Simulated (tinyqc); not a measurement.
Threshold-voltage variability of a planar MOSFET, analytic estimates: scaling length and width together.

Three independent sources add in quadrature: random dopants in the depleted layer, metal-gate grains of two orientations, and roughness of the two gate edges acting through the roll-off VT = VT(long) - Vr exp(-L/l). These are first-order estimates: no three-dimensional electrostatics, no percolation.

ni = sqrt(Nc Nv) exp(-Eg/(2 Vt)), Eg in volts; Cox = 3.9 eps0/ti; Wd = sqrt(4 eps0 eps_r Vt ln(Na/ni)/(q Na)); dopants: s1 = (q/Cox) sqrt(Na Wd/(3 L W)). Grains: Ng = L W/G^2 (at least 1), s2 = dW sqrt(p (1 - p)/Ng). Edges, with exponential correlation and u = W/La: the mean gate length has sL^2 = 2 De^2 (2/u)[1 - (1 - exp(-u))/u]; s3 = sL (Vr/l) exp(-L/l). s = sqrt(s1^2 + s2^2 + s3^2). l and Vr are held fixed. W = 4.55 L in every row; l is held fixed.

Inputs (values chosen for the exercise); material values close to those of silicon: temperature T = 300 K; band gap Eg = 1.13 eV; relative permittivity of the semiconductor eps_r = 11.7; conduction-band density of states at T Nc = 2.76e19 cm^-3; valence-band density of states at T Nv = 2.61e19 cm^-3; channel doping Na = 5.5e18 cm^-3; oxide-equivalent thickness in inversion ti = 1.9 nm; metal grain size G = 4 nm; work-function difference of the two grain orientations dW = 0.15 eV; share of the orientation of higher work function p = 0.3; rms roughness of one gate edge De = 1.9 nm; correlation length of the roughness La = 10 nm; decay length of the threshold roll-off l = 3.4 nm; prefactor of the roll-off Vr = 2 V.

Constants: q = 1.602176634e-19 C, kB = 1.380649e-23 J/K, Vt = kB T/q, eps0 = 8.8541878128e-14 F/cm where lengths are in cm. Results are converted to the units shown.

Scaling length and width together:
```
L (nm)  s1 (mV)  s2 (mV)    s3 (mV)  s (mV)  s sqrt(L W) (mV um)
13       53.931   9.9154     18.311  57.812               1.6031
16       43.819   8.0563     6.9577  45.094               1.5390
20       35.055   6.4450     1.9492  35.696               1.5228
24       29.213   5.3709    0.55432  29.708               1.5208
29       24.176   4.4449    0.11688  24.582               1.5206
36       19.475   3.5806   0.013492  19.802               1.5206
44       15.934   2.9296  0.0011673  16.201               1.5206
```

What does the comparison show?

As L goes from 13 to 44 nm, s falls from 57.8 to 16.2 mV. The dopants are the largest source in the first and the last row. The product s sqrt(L W) falls from 1.60 to 1.52 mV um: s1 and s2 go as 1/sqrt(L W), so the change comes from s3 alone. At L = 13 nm the depletion depth exceeds L, so source and drain share much of the charge and s1 is rough.

Numbers from tinyqc (`OMP_NUM_THREADS=1 python tinyqc.py 2090042 2090043 out.jsonl`; about 0.01 s on one thread of a shared Intel Xeon 2.30GHz).
